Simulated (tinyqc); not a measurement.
Tunnelling through a gate dielectric, WKB transmission and Tsu-Esaki current: one step of the calculation.

Electrons leave the emitter at x = 0. Energies E (motion across the layers) are in eV from the emitter Fermi level; the collector Fermi level lies at -V and offers states at every E. No charge in the dielectric and no image force: F1 = V/t1, U = phi1 - F1 x. With C = hbar^2/(2 m0), kappa = sqrt(m (U - E)/C) where U > E and 0 elsewhere; T(E) = exp(-S), S = 2 times the integral of kappa over x.

Question. WKB exponent by the midpoint rule. Cut each layer into nc equal cells, take U and kappa at the cell centres, and sum S = 2 sum kappa h.

Inputs (values chosen for the exercise); dielectric values close to those of silicon dioxide:
```
symbol  value  unit                                                        meaning
phi1     3.02    eV  barrier of layer 1 above the emitter Fermi level at zero bias
m1       0.49    m0                                     tunnelling mass of layer 1
t1        2.5    nm                                           thickness of layer 1
V         1.5     V                                  voltage across the dielectric
E           0    eV                                energy of the electron followed
nc          6                                                  cells in each layer
```

Constants: q = 1.602176634e-19 C, hbar = 1.054571817e-34 J s, m0 = 9.1093837015e-31 kg, hbar^2/(2 m0) = 0.0380998212 eV nm^2. Results are converted to the units shown.

Find: x; U; kappa; S; T(E).

Answer.

```
cell  x (nm)  U (eV)  kappa (1/nm)
0     0.2083  2.8950        6.1018
1     0.6250  2.6450        5.8324
2     1.0417  2.3950        5.5500
3     1.4583  2.1450        5.2523
4     1.8750  1.8950        4.9368
5     2.2917  1.6450        4.5996
```

S = 26.894
T(E) = 2.0896e-12

Numbers from tinyqc (`OMP_NUM_THREADS=1 python tinyqc.py 2540131 2540132 out.jsonl`; about 0.04 s on one thread of a shared Intel Xeon 2.30GHz).
